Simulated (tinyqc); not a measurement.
Standing waves and exposure in a photoresist film, step by step. Values are carried at full precision from step to step, so a last printed digit may differ when a step is redone from the rounded ones.

Normal incidence from air. Unexposed resist: N1 = n1 + i k1 with k1 = (A + B) lam/(4 pi), lam in micrometres. r01 = (1 - N1)/(1 + N1), t01 = 2/(1 + N1). Below the resist lie the layer Na = na + i ka and the substrate Ns = ns + i ks: r12 = (r1a + ras x)/(1 + r1a ras x), x = exp(4 pi i Na da/lam), r1a = (N1 - Na)/(N1 + Na), ras = (Na - Ns)/(Na + Ns). With p = exp(2 pi i N1 d/lam), the field at depth z is E(z) = t01 [exp(2 pi i N1 z/lam) + r12 p^2 exp(-2 pi i N1 z/lam)]/(1 + r01 r12 p^2), the relative intensity I(z) = n1 |E(z)|^2 and the reflectance R = |(r01 + r12 p^2)/(1 + r01 r12 p^2)|^2.

Inputs chosen for the exercise (a resist on Cu, indices near tabulated ones; not measured data): lam = 365 nm (vacuum wavelength); n1 = 1.691 (resist index); A = 0.46 1/micrometre (bleachable absorption (Dill A)); B = 0.03 1/micrometre (fixed absorption (Dill B)); d = 866 nm (resist thickness); ns = 1.247 (substrate n); ks = 1.956 (substrate k); na = 1.778 (n of the bottom antireflection layer); ka = 0.341 (its k); da = 25 nm (its thickness); C = 0.038 cm^2/mJ (exposure rate (Dill C)); D = 20 mJ/cm^2 (incident dose); Ld = 15 nm (diffusion length of the post-exposure bake).

## Interface coefficients

Form N1, r01, t01 and r12.

N1 = 1.69100+0.01423i
r01 = -0.2568-0.0039i
t01 = 0.7432-0.0039i
r12 = 0.2878-0.2097i
|r12|^2 = 0.1268

Next to the bottom the intensity swings by a factor ((1 + |r12|)/(1 - |r12|))^2 = 4.44 between antinode and node; without the layer |r12|^2 would be 0.3171.

## Round trip and reflectance

Form p^2, the denominator and R; the period of the standing wave is lam/(2 n1).

p^2 = 0.6467+0.0989i
1 + r01 r12 p^2 = 0.9465+0.0267i
R = 0.0165
period = 107.92 nm

The film holds 8.02 periods.

## Intensity and exposure over the lowest period

Nine depths from d - period to d. Without bleaching during the exposure the share of unexposed compound is m = exp(-C D I).

Profile:
```
z (nm)      I      m
758.1   1.193  0.404
771.6   0.872  0.516
785.1   0.506  0.681
798.5   0.309  0.791
812.0   0.392  0.743
825.5   0.705  0.585
839.0   1.062  0.446
852.5   1.252  0.386
866.0   1.160  0.414
```

I runs from 0.309 to 1.252 on these points, so m runs from 0.386 to 0.791; the least exposed point listed lies 67.5 nm above the bottom.

## Smoothing by the bake

Gaussian diffusion of length Ld multiplies a cosine of period L by exp(-2 pi^2 Ld^2/L^2). Give that factor, and the Ld that leaves 10 %.

factor = 0.683
Ld for 10 % = 36.86 nm

## Checks

- R against the transfer-matrix product: both 0.016549.

(tinyqc, `OMP_NUM_THREADS=1 python tinyqc.py 1680184 1680185 out.jsonl`, Intel(R) Xeon(R) Processor @ 2.30GHz, 1 thread, shared host, about 0.01 s.)
